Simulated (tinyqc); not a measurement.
# Step height from the transmission

Question. A single step up from edge 0 (mass mL) to edge U (mass mS) transmits T(E) = 4 vL vR/(vL + vR)^2 with v = k/m, k = sqrt(m (E - edge)/C), C = hbar^2/(2 m0). It is known that vR < vL. Find vR/vL and U.

Inputs (values chosen for the exercise):
- mL = 0.042 m0 (mass in the left lead)
- E = 0.243 eV (electron energy)
- mS = 0.073 m0 (mass beyond the step)

T(E) = 0.59633406

Answer. The reflection amplitude is sqrt(1 - T(E)) = (1 - y)/(1 + y) with y = vR/vL < 1, and y^2 = (E - U) mL/(E mS).

vR/vL = 0.223
U = 0.222 eV

tinyqc, about 0.01 s, one thread, Intel Xeon 2.30GHz (shared host): `OMP_NUM_THREADS=1 python tinyqc.py 2560041 2560042 out.jsonl`
